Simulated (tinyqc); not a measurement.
Inside a calculation. Method: MP2 on RHF in the 6-31g basis, for H3+, spin multiplicity 1. Computed by tinyqc, a small Python program that keeps every step (integrals from PySCF). Settings: charge = 1, multiplicity = 1, basis = 6-31g, method = RHF, energy threshold = 1e-10, iteration cap = 52, orthogonalisation = symmetric, start = atomic densities, DIIS depth = 6. Command: `OMP_NUM_THREADS=1 python tinyqc.py 22717 22718 out.jsonl` (the two numbers bound the seeds that draw the settings). One thread of a shared host (Intel(R) Xeon(R) Processor @ 2.60GHz), about 0.09 s of CPU time with the checks. The early iterations of the SCF are left out here.

## One-electron integrals

Geometry (angstrom):
```
atom         x         y         z
H     0.000000  0.000000  0.000000
H     0.000000  0.000000  1.232000
H     0.000000  1.067000  0.616000
```

Basis 6-31g: exponents (1/bohr^2) and contraction coefficients of normalised primitives:
```
element  l (shell)   exponent  coefficient
H            s (1)  18.731137     0.033495
H            s (1)   2.825394     0.234727
H            s (1)   0.640122     0.813757
H            s (2)   0.161278     1.000000
```

Overlap, kinetic and nuclear-attraction integrals over the contracted functions; the nuclear repulsion is the sum of Za Zb / Rab.

nuclear repulsion = 1.28854663 hartree

overlap S, order 1H 1s, 1H 2s, 2H 1s, 2H 2s, 3H 1s, 3H 2s:
$$\begin{pmatrix}
1.000000 & 0.658292 & 0.132702 & 0.322983 & 0.132682 & 0.322964 \\
0.658292 & 1.000000 & 0.322983 & 0.645918 & 0.322964 & 0.645895 \\
0.132702 & 0.322983 & 1.000000 & 0.658292 & 0.132682 & 0.322964 \\
0.322983 & 0.645918 & 0.658292 & 1.000000 & 0.322964 & 0.645895 \\
0.132682 & 0.322964 & 0.132682 & 0.322964 & 1.000000 & 0.658292 \\
0.322964 & 0.645895 & 0.322964 & 0.645895 & 0.658292 & 1.000000
\end{pmatrix}$$

kinetic energy T (hartree), order 1H 1s, 1H 2s, 2H 1s, 2H 2s, 3H 1s, 3H 2s:
$$\begin{pmatrix}
1.395678 & 0.259735 & -0.040355 & 0.066676 & -0.040361 & 0.066667 \\
0.259735 & 0.241917 & 0.066676 & 0.110726 & 0.066667 & 0.110719 \\
-0.040355 & 0.066676 & 1.395678 & 0.259735 & -0.040361 & 0.066667 \\
0.066676 & 0.110726 & 0.259735 & 0.241917 & 0.066667 & 0.110719 \\
-0.040361 & 0.066667 & -0.040361 & 0.066667 & 1.395678 & 0.259735 \\
0.066667 & 0.110719 & 0.066667 & 0.110719 & 0.259735 & 0.241917
\end{pmatrix}$$

nuclear attraction V (hartree), order 1H 1s, 1H 2s, 2H 1s, 2H 2s, 3H 1s, 3H 2s:
$$\begin{pmatrix}
-2.512157 & -1.306201 & -0.290391 & -0.660231 & -0.290343 & -0.660193 \\
-1.306201 & -1.447068 & -0.660231 & -1.008156 & -0.660189 & -1.008120 \\
-0.290391 & -0.660231 & -2.512157 & -1.306201 & -0.290343 & -0.660193 \\
-0.660231 & -1.008156 & -1.306201 & -1.447068 & -0.660189 & -1.008120 \\
-0.290343 & -0.660189 & -0.290343 & -0.660189 & -2.512140 & -1.306190 \\
-0.660193 & -1.008120 & -0.660193 & -1.008120 & -1.306190 & -1.447057
\end{pmatrix}$$

core Hamiltonian H = T + V (hartree), order 1H 1s, 1H 2s, 2H 1s, 2H 2s, 3H 1s, 3H 2s:
$$\begin{pmatrix}
-1.116478 & -1.046465 & -0.330745 & -0.593556 & -0.330704 & -0.593526 \\
-1.046465 & -1.205152 & -0.593556 & -0.897429 & -0.593522 & -0.897401 \\
-0.330745 & -0.593556 & -1.116478 & -1.046465 & -0.330704 & -0.593526 \\
-0.593556 & -0.897429 & -1.046465 & -1.205152 & -0.593522 & -0.897401 \\
-0.330704 & -0.593522 & -0.330704 & -0.593522 & -1.116461 & -1.046454 \\
-0.593526 & -0.897401 & -0.593526 & -0.897401 & -1.046454 & -1.205140
\end{pmatrix}$$

## Two-electron integrals

Functions are numbered as in S; the eight-fold symmetry (ij|kl) = (ji|kl) = (kl|ij) leaves the list below.

Two-electron integrals (ij|kl) in chemists' order, unique and non-zero (hartree):
```
(11|11) 1.076566   (21|11) 0.578470   (21|21) 0.329423   (22|11) 0.587396
(22|21) 0.361304   (22|22) 0.453150   (31|11) 0.097626   (31|21) 0.058184
(31|22) 0.068232   (31|31) 0.016046   (32|11) 0.162522   (32|21) 0.103246
(32|22) 0.137216   (32|31) 0.031989   (32|32) 0.078303   (33|11) 0.427694
(33|21) 0.278640   (33|22) 0.392112   (33|31) 0.097626   (33|32) 0.272479
(33|33) 1.076566   (41|11) 0.272479   (41|21) 0.156628   (41|22) 0.174358
(41|31) 0.031989   (41|32) 0.058567   (41|33) 0.162522   (41|41) 0.078303
(42|11) 0.337546   (42|21) 0.210574   (42|22) 0.272704   (42|31) 0.049183
(42|32) 0.109451   (42|33) 0.337546   (42|41) 0.109451   (42|42) 0.189059
(43|11) 0.278640   (43|21) 0.180365   (43|22) 0.251667   (43|31) 0.058184
(43|32) 0.156628   (43|33) 0.578470   (43|41) 0.103246   (43|42) 0.210574
(43|43) 0.329423   (44|11) 0.392112   (44|21) 0.251667   (44|22) 0.349598
(44|31) 0.068232   (44|32) 0.174358   (44|33) 0.587396   (44|41) 0.137216
(44|42) 0.272704   (44|43) 0.361304   (44|44) 0.453150   (51|11) 0.097609
(51|21) 0.058174   (51|22) 0.068221   (51|31) 0.012323   (51|32) 0.023331
(51|33) 0.064338   (51|41) 0.029681   (51|42) 0.043980   (51|43) 0.041376
(51|44) 0.056029   (51|51) 0.016041   (52|11) 0.162508   (52|21) 0.103237
(52|22) 0.137206   (52|31) 0.023333   (52|32) 0.050496   (52|33) 0.146757
(52|41) 0.053722   (52|42) 0.093589   (52|43) 0.094351   (52|44) 0.129157
(52|51) 0.031983   (52|52) 0.078294   (53|11) 0.064338   (53|21) 0.041376
(53|22) 0.056029   (53|31) 0.012323   (53|32) 0.029681   (53|33) 0.097609
(53|41) 0.023331   (53|42) 0.043980   (53|43) 0.058174   (53|44) 0.068221
(53|51) 0.012321   (53|52) 0.029679   (53|53) 0.016041   (54|11) 0.146757
(54|21) 0.094351   (54|22) 0.129157   (54|31) 0.023333   (54|32) 0.053722
(54|33) 0.162508   (54|41) 0.050496   (54|42) 0.093589   (54|43) 0.103237
(54|44) 0.137206   (54|51) 0.029679   (54|52) 0.076367   (54|53) 0.031983
(54|54) 0.078294   (55|11) 0.427678   (55|21) 0.278630   (55|22) 0.392102
(55|31) 0.064345   (55|32) 0.146763   (55|33) 0.427678   (55|41) 0.146763
(55|42) 0.276058   (55|43) 0.278630   (55|44) 0.392102   (55|51) 0.097609
(55|52) 0.272462   (55|53) 0.097609   (55|54) 0.272462   (55|55) 1.076566
(61|11) 0.272462   (61|21) 0.156619   (61|22) 0.174348   (61|31) 0.029684
(61|32) 0.053724   (61|33) 0.146760   (61|41) 0.076371   (61|42) 0.105469
(61|43) 0.094353   (61|44) 0.129159   (61|51) 0.031983   (61|52) 0.058559
(61|53) 0.023330   (61|54) 0.053720   (61|55) 0.162508   (61|61) 0.078294
(62|11) 0.337531   (62|21) 0.210565   (62|22) 0.272693   (62|31) 0.043985
(62|32) 0.093592   (62|33) 0.276055   (62|41) 0.105471   (62|42) 0.176137
(62|43) 0.175858   (62|44) 0.239565   (62|51) 0.049174   (62|52) 0.109441
(62|53) 0.043979   (62|54) 0.105465   (62|55) 0.337531   (62|61) 0.109441
(62|62) 0.189046   (63|11) 0.146760   (63|21) 0.094353   (63|22) 0.129159
(63|31) 0.029684   (63|32) 0.076371   (63|33) 0.272462   (63|41) 0.053724
(63|42) 0.105469   (63|43) 0.156619   (63|44) 0.174348   (63|51) 0.023330
(63|52) 0.053720   (63|53) 0.031983   (63|54) 0.058559   (63|55) 0.162508
(63|61) 0.050494   (63|62) 0.093587   (63|63) 0.078294   (64|11) 0.276055
(64|21) 0.175858   (64|22) 0.239565   (64|31) 0.043985   (64|32) 0.105471
(64|33) 0.337531   (64|41) 0.093592   (64|42) 0.176137   (64|43) 0.210565
(64|44) 0.272693   (64|51) 0.043979   (64|52) 0.105465   (64|53) 0.049174
(64|54) 0.109441   (64|55) 0.337531   (64|61) 0.093587   (64|62) 0.176132
(64|63) 0.109441   (64|64) 0.189046   (65|11) 0.278630   (65|21) 0.180359
(65|22) 0.251661   (65|31) 0.041381   (65|32) 0.094355   (65|33) 0.278630
(65|41) 0.094355   (65|42) 0.175860   (65|43) 0.180359   (65|44) 0.251661
(65|51) 0.058174   (65|52) 0.156619   (65|53) 0.058174   (65|54) 0.156619
(65|55) 0.578470   (65|61) 0.103237   (65|62) 0.210565   (65|63) 0.103237
(65|64) 0.210565   (65|65) 0.329423   (66|11) 0.392102   (66|21) 0.251661
(66|22) 0.349591   (66|31) 0.056036   (66|32) 0.129163   (66|33) 0.392102
(66|41) 0.129163   (66|42) 0.239570   (66|43) 0.251661   (66|44) 0.349591
(66|51) 0.068221   (66|52) 0.174348   (66|53) 0.068221   (66|54) 0.174348
(66|55) 0.587396   (66|61) 0.137206   (66|62) 0.272693   (66|63) 0.137206
(66|64) 0.272693   (66|65) 0.361304   (66|66) 0.453150
```

## Orthogonalisation

S = U s U^T; symmetric (Loewdin) form X = U s^(-1/2) U^T, so that X^T S X = 1.

eigenvalues of S: [0.188458, 0.188468, 0.377016, 1.032922, 1.032969, 3.180167]

X, order 1H 1s, 1H 2s, 2H 1s, 2H 2s, 3H 1s, 3H 2s:
$$\begin{pmatrix}
1.258559 & -0.514928 & 0.015815 & 0.009038 & 0.015822 & 0.009041 \\
-0.514928 & 1.662855 & 0.009038 & -0.381859 & 0.009038 & -0.381820 \\
0.015815 & 0.009038 & 1.258559 & -0.514928 & 0.015822 & 0.009041 \\
0.009038 & -0.381859 & -0.514928 & 1.662855 & 0.009038 & -0.381820 \\
0.015822 & 0.009038 & 0.015822 & 0.009038 & 1.258559 & -0.514926 \\
0.009041 & -0.381820 & 0.009041 & -0.381820 & -0.514926 & 1.662824
\end{pmatrix}$$

## Starting guess

The start is atomic minimal-basis densities projected into this basis (PySCF's MINAO start) and scaled to the electron count of each spin; this density is not idempotent, so its energy is not variational and may lie below the converged one.

D at the start, order 1H 1s, 1H 2s, 2H 1s, 2H 2s, 3H 1s, 3H 2s:
$$\begin{pmatrix}
0.180934 & 0.196595 & -0.006362 & 0.000991 & -0.006362 & 0.000991 \\
0.196595 & 0.214328 & 0.000991 & 0.010047 & 0.000991 & 0.010048 \\
-0.006362 & 0.000991 & 0.180934 & 0.196595 & -0.006362 & 0.000991 \\
0.000991 & 0.010047 & 0.196595 & 0.214328 & 0.000991 & 0.010048 \\
-0.006362 & 0.000991 & -0.006362 & 0.000991 & 0.180934 & 0.196595 \\
0.000991 & 0.010048 & 0.000991 & 0.010048 & 0.196595 & 0.214328
\end{pmatrix}$$

## Iteration 5 (converged): orbitals

converged F (hartree), order 1H 1s, 1H 2s, 2H 1s, 2H 2s, 3H 1s, 3H 2s:
$$\begin{pmatrix}
-0.291557 & -0.648825 & -0.348176 & -0.478148 & -0.348148 & -0.478131 \\
-0.648825 & -0.667521 & -0.478148 & -0.601319 & -0.478126 & -0.601305 \\
-0.348176 & -0.478148 & -0.291557 & -0.648825 & -0.348148 & -0.478131 \\
-0.478148 & -0.601319 & -0.648825 & -0.667521 & -0.478126 & -0.601305 \\
-0.348148 & -0.478126 & -0.348148 & -0.478126 & -0.291548 & -0.648813 \\
-0.478131 & -0.601305 & -0.478131 & -0.601305 & -0.648813 & -0.667509
\end{pmatrix}$$

Diagonalise F' = X^T F X, C = X C', fill 1 alpha and 1 beta electrons from the bottom; D = 2 C_occ C_occ^T. Each column has its largest component positive (the first on a tie).

F' = X^T F X (hartree):
$$\begin{pmatrix}
0.178271 & -0.560862 & -0.113272 & -0.114361 & -0.113249 & -0.114357 \\
-0.560862 & -0.037598 & -0.114361 & -0.142075 & -0.114358 & -0.142071 \\
-0.113272 & -0.114361 & 0.178271 & -0.560862 & -0.113249 & -0.114357 \\
-0.114361 & -0.142075 & -0.560862 & -0.037598 & -0.114358 & -0.142071 \\
-0.113249 & -0.114358 & -0.113249 & -0.114358 & 0.178272 & -0.560858 \\
-0.114357 & -0.142071 & -0.114357 & -0.142071 & -0.560858 & -0.037601
\end{pmatrix}$$

orbital energies (hartree): MO1 -0.986325, MO2 -0.258200, MO3 -0.258182, MO4 0.616339, MO5 0.654184, MO6 0.654202

coefficients C, order 1H 1s, 1H 2s, 2H 1s, 2H 2s, 3H 1s, 3H 2s:
$$\begin{pmatrix}
0.260216 & -0.153830 & 0.266433 & 0.754662 & 0.528601 & -0.915691 \\
0.212458 & -0.513047 & 0.888694 & -0.553832 & -0.692258 & 1.199134 \\
0.260216 & -0.153830 & -0.266433 & 0.754662 & 0.528601 & 0.915691 \\
0.212458 & -0.513047 & -0.888694 & -0.553832 & -0.692258 & -1.199134 \\
0.260207 & 0.307660 & 0.000000 & 0.754527 & -1.057408 & 0.000000 \\
0.212454 & 1.026118 & 0.000000 & -0.553634 & 1.384667 & 0.000000
\end{pmatrix}$$

D after iteration 5, order 1H 1s, 1H 2s, 2H 1s, 2H 2s, 3H 1s, 3H 2s:
$$\begin{pmatrix}
0.135425 & 0.110570 & 0.135425 & 0.110570 & 0.135420 & 0.110568 \\
0.110570 & 0.090277 & 0.110570 & 0.090277 & 0.110566 & 0.090275 \\
0.135425 & 0.110570 & 0.135425 & 0.110570 & 0.135420 & 0.110568 \\
0.110570 & 0.090277 & 0.110570 & 0.090277 & 0.110566 & 0.090275 \\
0.135420 & 0.110566 & 0.135420 & 0.110566 & 0.135415 & 0.110564 \\
0.110568 & 0.090275 & 0.110568 & 0.090275 & 0.110564 & 0.090273
\end{pmatrix}$$

Within a degenerate level the vectors are fixed only up to a rotation; this is one choice.

## Convergence

Stop when the energy changes by less than 1e-10 hartree and every element of the error matrix X^T (F D S - S D F) X is below 3e-06.

Course of the cycle:
```
iteration  E (hartree)     change  largest element of the error matrix
1          -0.68983425          -                             5.72e-02
2          -1.20530594  -5.15e-01                             1.48e-02
3          -1.20603416  -7.28e-04                             8.42e-04
4          -1.20603654  -2.38e-06                             3.63e-07
5          -1.20603654  -3.90e-13                             8.34e-08
```

PySCF RHF in the same basis = -1.20603654 hartree

Converged in 5 iterations.

## Populations, bond orders and dipole

Mulliken: Z minus the diagonal of D S on the atom; Loewdin: the same with S^(1/2) D S^(1/2); Mayer order: 2 sum_s sum (D(s) S)_ij (D(s) S)_ji over the two atoms.

Charges (e):
```
atom  Mulliken   Loewdin
1H    0.333322  0.333322
2H    0.333322  0.333322
3H    0.333355  0.333355
```

Mayer bond orders:
```
pair     order
2-1   0.444459
3-1   0.444437
3-2   0.444437
```

dipole moment about the origin, x y z (debye): [0.000000, 1.708457, 2.958774]

## Integrals over molecular orbitals

(pq|rs) = sum C_ip C_jq C_kr C_ls (ij|kl), one index at a time.

one-electron integrals over orbitals h = C^T H C (hartree):
$$\begin{pmatrix}
-1.508258 & 0.000005 & 0.000000 & -0.097212 & 0.000004 & 0.000000 \\
0.000005 & -1.026590 & 0.000000 & 0.000016 & 0.175261 & 0.000000 \\
0.000000 & 0.000000 & -1.026573 & 0.000000 & 0.000000 & 0.175264 \\
-0.097212 & 0.000016 & 0.000000 & -0.197052 & -0.000009 & 0.000000 \\
0.000004 & 0.175261 & 0.000000 & -0.000009 & -0.213376 & 0.000000 \\
0.000000 & 0.000000 & 0.175264 & 0.000000 & 0.000000 & -0.213375
\end{pmatrix}$$

Two-electron integrals over orbitals (pq|rs), unique and non-zero (hartree):
```
(11|11) 0.521933    (21|11) -0.000005   (21|21) 0.107649    (22|11) 0.438019
(22|21) 0.058411    (22|22) 0.438582    (31|31) 0.107647    (32|31) -0.058408
(32|32) 0.043115    (33|11) 0.438019    (33|21) -0.058411   (33|22) 0.352341
(33|33) 0.438575    (41|11) 0.097212    (41|21) -0.000007   (41|22) 0.064934
(41|33) 0.064938    (41|41) 0.058276    (42|11) -0.000011   (42|21) 0.021394
(42|22) 0.013518    (42|33) -0.013530   (42|41) -0.000009   (42|42) 0.035518
(43|31) 0.021396    (43|32) -0.013525   (43|43) 0.035525    (44|11) 0.435833
(44|21) -0.000020   (44|22) 0.383259    (44|33) 0.383276    (44|41) 0.071337
(44|42) -0.000012   (44|44) 0.392742    (51|11) -4.35e-06   (51|21) -0.062159
(51|22) -0.037021   (51|33) 0.037010    (51|41) 2.40e-06    (51|42) -0.042875
(51|44) 0.000007    (51|51) 0.068084    (52|11) -0.118710   (52|21) -0.039397
(52|22) -0.098577   (52|33) -0.061255   (52|41) -0.060413   (52|42) -0.024253
(52|44) -0.087862   (52|51) 0.039066    (52|52) 0.095421    (53|31) 0.039390
(53|32) -0.018655   (53|43) 0.024255    (53|53) 0.027605    (54|11) 0.000006
(54|21) -0.103766   (54|22) -0.058519   (54|33) 0.058520    (54|41) 0.000008
(54|42) -0.029719   (54|44) 0.000022    (54|51) 0.071301    (54|52) 0.044541
(54|54) 0.116896    (55|11) 0.467822    (55|21) 0.073599    (55|22) 0.453507
(55|33) 0.361222    (55|41) 0.096233    (55|42) 0.030457    (55|44) 0.413812
(55|51) -0.059967   (55|52) -0.143550   (55|54) -0.083773   (55|55) 0.516510
(61|31) -0.062160   (61|32) 0.037016    (61|43) -0.042880   (61|53) -0.039053
(61|61) 0.068088    (62|31) 0.039396    (62|32) -0.018659   (62|43) 0.024259
(62|53) 0.026001    (62|61) -0.039059   (62|62) 0.027612    (63|11) -0.118712
(63|21) 0.039396    (63|22) -0.061258   (63|33) -0.098572   (63|41) -0.060420
(63|42) 0.024261    (63|44) -0.087877   (63|51) -0.039053   (63|52) 0.041798
(63|54) -0.044541   (63|55) -0.077044   (63|63) 0.095416    (64|31) -0.103776
(64|32) 0.058525    (64|43) -0.029728   (64|53) -0.044539   (64|61) 0.071314
(64|62) -0.044546   (64|64) 0.116923    (65|31) -0.073571   (65|32) 0.046123
(65|43) -0.030460   (65|53) -0.033234   (65|61) 0.059943    (65|62) -0.033240
(65|64) 0.083754    (65|65) 0.066552    (66|11) 0.467833    (66|21) -0.073586
(66|22) 0.361237    (66|33) 0.453497    (66|41) 0.096247    (66|42) -0.030470
(66|44) 0.413846    (66|51) 0.059942    (66|52) -0.077052   (66|54) 0.083759
(66|55) 0.383332    (66|63) -0.143543   (66|66) 0.516494
```

## Second-order Moller-Plesset energy

Hartree-Fock energy = -1.20603654 hartree

E2 = sum_ijab (ia|jb) [2 (ia|jb) - (ib|ja)] / (e_i + e_j - e_a - e_b) over occupied i, j and virtual a, b; the opposite-spin part is (ia|jb)^2 / denominator, the rest is same-spin, and SCS-MP2 scales them by 6/5 and 1/3.

Terms:
```
i  j  a  b    (ia|jb)    (ib|ja)  denominator       term
1  1  2  2   0.107649   0.107649    -1.456249  -0.007958
1  1  3  3   0.107647   0.107647    -1.456286  -0.007957
1  1  3  6  -0.062160  -0.062160    -2.368670  -0.001631
1  1  6  3  -0.062160  -0.062160    -2.368670  -0.001631
1  1  2  5  -0.062159  -0.062159    -2.368633  -0.001631
1  1  5  2  -0.062159  -0.062159    -2.368633  -0.001631
1  1  6  6   0.068088   0.068088    -3.281054  -0.001413
1  1  5  5   0.068084   0.068084    -3.281017  -0.001413
1  1  4  4   0.058276   0.058276    -3.205328  -0.001060
1  1  2  4  -0.000007  -0.000007    -2.330789  -1.86e-11
1  1  4  2  -0.000007  -0.000007    -2.330789  -1.86e-11
1  1  4  5   2.40e-06   2.40e-06    -3.243173          0
1  1  5  4   2.40e-06   2.40e-06    -3.243173          0
```

Pair energies (hartree; pair i-j sums ij and ji):
```
pair  opposite spin  same spin
1-1       -0.026325          0
```

MP2 correlation energy = -0.02632492 hartree

SCS-MP2 correlation energy = -0.03158991 hartree

MP2 total energy = -1.23236147 hartree
